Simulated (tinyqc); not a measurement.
Inside a calculation. Model: ion implantation: universal nuclear stopping, Lindhard-Scharff electronic stopping and a Gaussian range profile. Computed by tinyqc, a small Python program that keeps every step. Command: `OMP_NUM_THREADS=1 python tinyqc.py 3016571 3016572 out.jsonl implant walk`. One thread of a shared host (Intel(R) Xeon(R) Processor @ 2.30GHz), about 0.09 s of CPU time with the checks. Intermediate numbers are printed to about 5 digits and carried at full precision; extremes and crossings named in words are read from the listed rows.

An ion slows by elastic collisions with screened nuclei and by friction with electrons; channelling is ignored and the target is uniform.

Inputs (values chosen for the exercise, modelled on boron ions in aluminium):
```
quantity                                 value    unit
ion atomic number Z1                         5       -
ion mass M1                                 11       u
target atomic number Z2                     13       -
target mass M2                           26.98       u
target density N                          60.2  1/nm^3
ion energy E                               180     keV
scale factor of electronic stopping k      1.5       -
dose Q                                 1.5e+14  1/cm^2
background C_B                         8.5e+16  1/cm^3
displacement energy E_d                     25      eV
anneal budget D t                      1.6e-11    cm^2
```

Follow-up: anneal.

## Stopping at the entry energy

Reduced energy eps = 32.53 M2 E/(Z1 Z2 (M1 + M2)(Z1^0.23 + Z2^0.23)), E in keV; s_n = ln(1 + 1.1383 eps)/(2 (eps + 0.01321 eps^0.21226 + 0.19593 eps^0.5)) for eps up to 30 and ln(eps)/(2 eps) above; S_n = 8.462 Z1 Z2 M1 s_n/((M1 + M2)(Z1^0.23 + Z2^0.23)) in 1e-15 eV cm^2. S_e = k 3.83 Z1^(7/6) Z2/(Z1^(2/3) + Z2^(2/3))^(3/2) sqrt(E/M1) in 1e-15 eV cm^2, E in keV. dE/dx = N (S_n + S_e); 1e-15 eV cm^2 = 0.1 eV nm^2.

reduced energy eps = 19.679

s_n = 0.076624

S_n = 3.7537 x 1e-15 eV cm^2

S_e = 80.378 x 1e-15 eV cm^2

energy loss dE/dx = 506.47 eV/nm

Electronic stopping carries 96 % of the loss at entry.

## Range and straggle

Path length R = int_0^E dE'/(N (S_n + S_e)); energy lost to nuclei nu = int_0^E S_n/(S_n + S_e) dE' (both with E' = E y^3 and 64 Gauss-Legendre points in y). Estimates of Lindhard type: R_p = R/(1 + M2/(3 M1)), straggle dR_p = (2/3) R_p sqrt(M1 M2)/(M1 + M2).

path length R = 540.12 nm

projected range R_p = 297.16 nm

straggle dR_p = 89.860 nm

energy lost to nuclei nu = 26.765 keV

15 % of the energy goes to nuclei over the whole path. Caution: the estimates of R_p and dR_p assume mainly nuclear stopping and an ion not much lighter than the target; here they are rough, and for light ions in heavy targets the straggle can be low by a factor of two or more.

## Gaussian profile

C(x) = C_p exp(-(x - R_p)^2/(2 dR_p^2)) with C_p = Q/(sqrt(2 pi) dR_p), 1 nm = 1e-7 cm; the profile falls to the background at x_j = R_p + dR_p sqrt(2 ln(C_p/C_B)); the peak atomic fraction is C_p/N.

peak concentration C_p = 6.6594e+18 1/cm^3

Depth x_j where C falls to C_B = 562.55 nm

peak atomic fraction = 1.1062e-04

## Damage

Kinchin-Pease count with efficiency 0.8: N_d = 0.8 nu/(2 E_d), taking all of nu as damage energy (an upper estimate, as recoils also lose energy to electrons). Spread over a depth R_p + dR_p, displacements per atom = Q N_d/(N (R_p + dR_p)).

displacements per ion N_d = 428.24

displacements per atom = 0.027571

One displacement per atom would need a dose of 5.4e15 per cm^2 if no defects annealed.

## Anneal

Far from the surface a Gaussian stays Gaussian: sigma^2 = dR_p^2 + 2 D t; peak Q/(sqrt(2 pi) sigma); x_j = R_p + sigma sqrt(2 ln(peak/C_B)).

width sigma = 106.18 nm

peak after the anneal = 5.6357e+18 1/cm^3

x_j after the anneal = 604.70 nm

x_j moves by 42.1 nm.

## Nuclear against electronic stopping over energy

The formulas are those given above.

Stopping (1e-15 eV cm^2) and range:
```
E (keV)         eps     S_n     S_e  R (nm)     nu/E
1        1.0933e-01  15.754    5.99    12.0  0.76852
2        2.1865e-01  17.021    8.47    19.0  0.73148
5        5.4663e-01  16.854   13.40    36.6  0.65728
10       1.0933e+00  15.098   18.95    62.4  0.57652
20       2.1865e+00  12.283   26.79   107.7  0.47421
50       5.4663e+00   8.148   42.36   219.0  0.32321
100      1.0933e+01   5.486   59.91   362.3  0.21916
200      2.1865e+01   3.495   84.73   578.7  0.13803
500      5.4663e+01   1.793  133.96  1023.8  0.06856
```

Nuclear stopping peaks near 2 keV among these rows (eps = 0.22; the universal curve peaks near 0.3). Electronic stopping overtakes it between 5 and 10 keV. The path length grows as E^0.66 at the low end and E^0.62 at the high end; constant stopping would give E^1, and stopping that rises with E, be it nuclear (below its peak) or electronic, gives a lower exponent.

Checks made by the program: range against adaptive quadrature (relative difference 9e-07).
